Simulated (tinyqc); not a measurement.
# Capacitance of parallel on-chip lines from Laplace's equation on a mesh, step by step

Computed by the program tinyqc: `OMP_NUM_THREADS=1 python tinyqc.py 2790193 2790194 out.jsonl`, one thread of a shared Intel Xeon 2.30GHz, about 0.7 s for the whole run. Printed values are rounded.

Cross-section of an endless row of equal lines between two grounded planes; neighbours are driven in antiphase (+1 V and -1 V), so the plane midway between two lines is at 0 V. By symmetry one quarter is solved: x runs from the centre of a line (column 0, mirror) to that midplane (column 4, 0 V), y from the mid-height of the line (row 0, mirror) to the ground plane (row 4, 0 V). The line fills columns 0 to 2 and rows 0 to 1 at 1 V. Cells beside the line (below row 1) have e2, cells above have e1. Each link between nodes has the conductance g = mean permittivity of the two cells beside it (a cell beyond a mirror counts as 0), and the free nodes obey sum g (V_neighbour - V) = 0.

Inputs (values chosen for the exercise):
- e1 = 3 (relative permittivity above and below the lines)
- e2 = 7 (relative permittivity between the lines)
- om = 1.2 (over-relaxation factor)

Constants: eps0 = 8.8541878128e-12 F/m. Results are converted to the units shown.

## Link conductances

gx[j, i] joins node (row j, column i) to column i + 1, gy[j, i] to row j + 1.

gx:
```
       col 0  col 1  col 2  col 3
row 0    3.5    3.5    3.5    3.5
row 1      5      5      5      5
row 2      3      3      3      3
row 3      3      3      3      3
row 4    1.5    1.5    1.5    1.5
```

gy:
```
       col 0  col 1  col 2  col 3  col 4
row 0    3.5      7      7      7    3.5
row 1    1.5      3      3      3    1.5
row 2    1.5      3      3      3    1.5
row 3    1.5      3      3      3    1.5
```

## Iteration 1: relaxation sweep

V at the start (V):
```
       col 0  col 1  col 2  col 3  col 4
row 0      1      1      1      0      0
row 1      1      1      1      0      0
row 2      0      0      0      0      0
row 3      0      0      0      0      0
row 4      0      0      0      0      0
```

One sweep visits the free nodes row by row from row 0, left to right, and replaces V by V + om (weighted mean of the neighbours - V), using new values at once.

V after sweep 1 (V):
```
          col 0     col 1     col 2     col 3     col 4
row 0  1.000000  1.000000  1.000000  0.300000  0.000000
row 1  1.000000  1.000000  1.000000  0.426000  0.000000
row 2  0.300000  0.390000  0.417000  0.252900  0.000000
row 3  0.090000  0.144000  0.168300  0.126360  0.000000
row 4  0.000000  0.000000  0.000000  0.000000  0.000000
```

## Iteration 2: relaxation sweep

As before.

V after sweep 2 (V):
```
          col 0     col 1     col 2     col 3     col 4
row 0  1.000000  1.000000  1.000000  0.495600  0.000000
row 1  1.000000  1.000000  1.000000  0.468474  0.000000
row 2  0.501000  0.540600  0.505140  0.279412  0.000000
row 3  0.218700  0.249480  0.230634  0.127742  0.000000
row 4  0.000000  0.000000  0.000000  0.000000  0.000000
```

## Course of the relaxation

Stop when no node changes by 1e-7 V. C = 4 eps0 sum g (difference of V along the link)^2, in aF/um.

Course of the iteration:
```
sweep  C (aF/um)  largest change (V)
1       308.4133               0.426
2       273.7643               0.201
3       270.6111              0.0888
4       270.3078              0.0343
5       270.2957             8.53e-3
6       270.2956             2.90e-4
7       270.2956             3.95e-5
8       270.2956             1.85e-5
9       270.2956             6.96e-6
10      270.2956             3.21e-6
11      270.2956             1.72e-7
12      270.2956             1.39e-8
```

Converged in 12 sweeps. Over the last four sweeps the change shrinks by about 0.17 a sweep. C comes down from above, since the solution minimises the energy.

## Capacitance per length

converged V (V):
```
          col 0     col 1     col 2     col 3     col 4
row 0  1.000000  1.000000  1.000000  0.480060  0.000000
row 1  1.000000  1.000000  1.000000  0.460121  0.000000
row 2  0.632246  0.613379  0.532940  0.280664  0.000000
row 3  0.302227  0.288331  0.237716  0.129595  0.000000
row 4  0.000000  0.000000  0.000000  0.000000  0.000000
```

C = 4 eps0 sum g (difference of V)^2 over all links (twice the energy of the four quarters, line at 1 V). Plate estimate without fringing: eps0 [2 e1 w/hd + 2 e2 t/(s/2)], w = 4 hx, t = 2 hx, s/2 = 2 hx, hd = 3 hx.

C = 270.2956 aF/um
plate estimate = 194.7921 aF/um

C depends on the shape only, not on the mesh step hx. Meshes 6, 12 and 24 times finer extrapolate (Aitken) to 259.2 aF/um; this mesh is 4.3 % above that, and the plate estimate is 25 % below it.
